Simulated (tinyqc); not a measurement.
The 3-omega method: a line heater on a substrate with a thin film: one step, computed by the program tinyqc.

A current at angular frequency omega = 2 pi f heats the line at 2 omega with the amplitude P per length; the temperature swing Delta T at 2 omega gives a voltage at 3 omega. The substrate is taken as semi-infinite and isotropic, and the heat capacity of heater and film is left out.

Task: Temperature swing of the bare substrate. Delta T_s = (P/(pi kappa)) int_0^infinity (sin x/x)^2 / sqrt(x^2 + (q b)^2) dx with (q b)^2 = i |q b|^2, averaged over the heater width (12 Gauss-Legendre points on each of the pieces 0, 14 log-spaced edges from 1e-5 to 1, and multiples of pi to 40 pi; the tail adds 1/(4 (40 pi)^2)). For |q| b much below 1: Delta T_s = (P/(pi kappa)) [-ln(|q| b) + eta - i pi/4], eta = 3/2 - C_E = 0.92278, with Euler's C_E = 0.5772157.

Inputs (values chosen for the exercise, modelled on silicon nitride on gallium nitride): substrate conductivity kappa = 185 W/(m K); substrate heat capacity C = 3.01 1e6 J/(m^3 K); heater half-width b = 3.6 micrometre; power amplitude per length P = 15 W/m; current frequency f = 1200 Hz.

|q| b = 0.05638914

Give: in-phase Delta T_s; out-of-phase Delta T_s; in-phase, narrow-line form; out-of-phase, narrow-line form.

Result:

in-phase Delta T_s = 0.098040 K

out-of-phase Delta T_s = -0.020217 K

in-phase, narrow-line form = 0.098029 K

out-of-phase, narrow-line form = -0.020270 K

The narrow-line form misses the in-phase part by -0.01 % and the out-of-phase part by +0.3 % at |q| b = 0.056. Caution: the penetration depth exceeds a fifth of the substrate thickness, so the back face is felt and the semi-infinite formula fails.
